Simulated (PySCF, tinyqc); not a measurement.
Inside a calculation. Method: RHF in the sto-6g basis, for H3+, spin multiplicity 1. The lowest restricted solution is unstable here: a spin-polarised one lies 0.0019 hartree lower (PySCF). One step of it, computed by the program tinyqc.

Question. Iteration 3: building the Fock matrix. J_ij = sum D_kl (ij|kl), K_ij = sum D_kl (ik|jl); F = H + J - 0.5 K; E = tr D H + tr D J / 2 - 0.25 tr D K + E_nn.

D after iteration 2:
```
          1H 1s     2H 1s     3H 1s
1H 1s  0.686675  0.422866  0.422866
2H 1s  0.422866  0.260407  0.260407
3H 1s  0.422866  0.260407  0.260407
```

core Hamiltonian H = T + V (hartree):
```
           1H 1s      2H 1s      3H 1s
1H 1s  -1.415657  -0.741480  -0.741480
2H 1s  -0.741480  -1.184490  -0.160857
3H 1s  -0.741480  -0.160857  -1.184490
```

Two-electron integrals (ij|kl) in chemists' order, unique and non-zero (hartree):
```
(11|11) 0.774999   (21|11) 0.267070   (21|21) 0.121835   (22|11) 0.447609
(22|21) 0.267070   (22|22) 0.774999   (31|11) 0.267070   (31|21) 0.086057
(31|22) 0.142142   (31|31) 0.121835   (32|11) 0.049925   (32|21) 0.019628
(32|22) 0.038638   (32|31) 0.019628   (32|32) 0.003735   (33|11) 0.447609
(33|21) 0.142142   (33|22) 0.240776   (33|31) 0.267070   (33|32) 0.038638
(33|33) 0.774999
```

nuclear repulsion = 1.20596447 hartree

Give: Coulomb J; exchange K; Fock matrix F; total energy of this density.

Answer.

Coulomb J (hartree):
```
        1H 1s   2H 1s   3H 1s
1H 1s  1.2430  0.4760  0.4760
2H 1s  0.4760  0.9381  0.0896
3H 1s  0.4760  0.0896  0.9381
```

exchange K (hartree):
```
        1H 1s   2H 1s   3H 1s
1H 1s  1.0922  0.5985  0.5985
2H 1s  0.5985  0.5490  0.2797
3H 1s  0.5985  0.2797  0.5490
```

Fock matrix F (hartree):
```
         1H 1s    2H 1s    3H 1s
1H 1s  -0.7187  -0.5647  -0.5647
2H 1s  -0.5647  -0.5209  -0.2112
3H 1s  -0.5647  -0.2112  -0.5209
```

total energy of this density = -1.172520 hartree
